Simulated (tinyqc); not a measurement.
From results back to parameters: six-band hole subbands of a thin body in a field. Five cases, with inputs chosen for the exercise.

Problem. Without spin-orbit coupling the masses along a normal n are the inverse eigenvalues of C(n n^T)/c: 1/(g1 - 2 g2) twice and 1/(g1 + 4 g2) on (001); 1/(g1 - 2 g3) twice and 1/(g1 + 4 g3) on (111); on (110) 1/(g1 + g2 - 3 g3), 1/(g1 - 2 g2) and 1/(g1 + g2 + 3 g3). Three masses were computed from hidden g1, g2, g3.

Case 1.

heavy and light mass on (001) (m0): 0.278552  0.177620

heavy mass on (111) = 0.729927 m0

Case 2.

heavy and light mass on (001) (m0): 0.278552  0.177620

heavy mass on (111) = 0.729927 m0

Case 3.

heavy and light mass on (001) (m0): 0.277008  0.176991

heavy mass on (111) = 0.719424 m0

Case 4.

heavy and light mass on (001) (m0): 0.277778  0.177305

heavy mass on (111) = 0.724638 m0

Case 5.

heavy and light mass on (001) (m0): 0.276243  0.176678

heavy mass on (111) = 0.704225 m0

Find: g1, g2, g3; heaviest mass on (110).

Solution. The inverse masses on (001) differ by 6 g2, which gives g2 and g1; g3 = (g1 - 1/m(111))/2.

Case 1.

g1, g2, g3: 4.27  0.34  1.45

heaviest mass on (110) = 3.85 m0

Case 2.

g1, g2, g3: 4.27  0.34  1.45

heaviest mass on (110) = 3.85 m0

Case 3.

g1, g2, g3: 4.29  0.34  1.45

heaviest mass on (110) = 3.57 m0

Case 4.

g1, g2, g3: 4.28  0.34  1.45

heaviest mass on (110) = 3.70 m0

Case 5.

g1, g2, g3: 4.30  0.34  1.44

heaviest mass on (110) = 3.12 m0

Computed by tinyqc, one run a case: `OMP_NUM_THREADS=1 python tinyqc.py N N+1 out.jsonl` with N = 1250214, 1250280, 1250309, 1250314, 1250396; one thread of a shared Intel(R) Xeon(R) Processor @ 2.30GHz, about 0.5 s a run at most.
